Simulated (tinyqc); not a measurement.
The width of the window: equation-of-state fits to an energy-volume table made by a known binding curve. Computed by tinyqc, a small Python program. Command: `OMP_NUM_THREADS=1 python tinyqc.py 3022609 3022610 out.jsonl eosfit walk`. One thread of a shared host (Intel(R) Xeon(R) Processor @ 2.30GHz), about 0.02 s of CPU time with the checks.

With x = (V/V_0)^(1/3), the energy per atom is E = -D [1 + eta (x - 1)] exp(-eta (x - 1)), so that B0 = D eta^2/(9 V_0) and B' = 1 + 2 eta/3. B' = dB/dP at P = 0.

Inputs (values chosen for the exercise, for a model crystal):
```
quantity                                   value             unit
cohesive energy D                           6.45          eV/atom
true volume V_0                               32  angstrom^3/atom
stiffness eta                               4.99                -
shift of the window centre s             -0.0054                -
points N                                       9                -
compression V/V_0 for the pressure test     0.85                -
```

Binding curve: universal binding. Noise: none.

Constants: 1 eV/angstrom^3 = 160.2176634 GPa.

Method:
- B0 and B' from the formulas above; P = -dE/dV at V = c V_0 (c the compression chosen), from the curve itself.
- Table: V_j = V_0 [1 + s + w (2 j/(N - 1) - 1)], j = 0..N-1, rounded to 0.001; E_j from the curve, rounded to 1e-7 eV.
- Murnaghan: E = E0 + (B0 V/B') [(V0/V)^B'/(B' - 1) + 1] - B0 V0/(B' - 1), P = (B0/B') [(V0/V)^B' - 1].
- Birch-Murnaghan: E = E0 + (9 V0 B0/16) [y^3 B' + y^2 (2 - 4 y)], y = (V0/V)^(2/3) - 1; P = (3 B0/2) (x^7 - x^5) [1 + (3/4)(B' - 4)(x^2 - 1)], x = (V0/V)^(1/3).
- Vinet: E = E0 + (9 B0 V0/h^2) {1 + [h (1 - x) - 1] exp(h (1 - x))}, P = 3 B0 (1 - x) x^-2 exp(h (1 - x)), x = (V/V0)^(1/3), h = (3/2)(B' - 1).
- All are least-squares fits to the energies; for polynomials in V, B0 = V E'' and B' = -1 - V E'''/E'' at the minimum.
- The table is made anew for each w.

exact B0 = 89.3467 GPa

exact B' = 4.32667

Errors (%):
```
w     B0, parabola  B0, cubic  B0, Murnaghan  B0, Birch-Murnaghan  B0, Vinet  B', Birch-Murnaghan
0.03         3.189      0.176         -0.038               -0.012          0               -0.274
0.05         3.684      0.566         -0.121               -0.039          0               -0.318
0.08         4.896      1.526         -0.321               -0.103          0               -0.435
0.12         7.420      3.540         -0.720               -0.234          0               -0.666
0.16        11.038      6.466         -1.255               -0.414          0               -0.989
0.22        18.719     12.821         -2.258               -0.766          0               -1.647
```

What follows from these numbers?

The Birch-Murnaghan error of B0 is smallest among these at w = 0.03 (0.012 % in size); it is 0.012 % at the narrowest and 0.766 % at the widest. This error comes from the form and grows with w. The Vinet form is the binding curve itself here, so its error comes from noise and rounding alone. At the widest window the errors of B0 are +18.7 % for the parabola and +12.8 % for the cubic in V.

Extremes, crossings and ranges named in words are read from the listed rows.
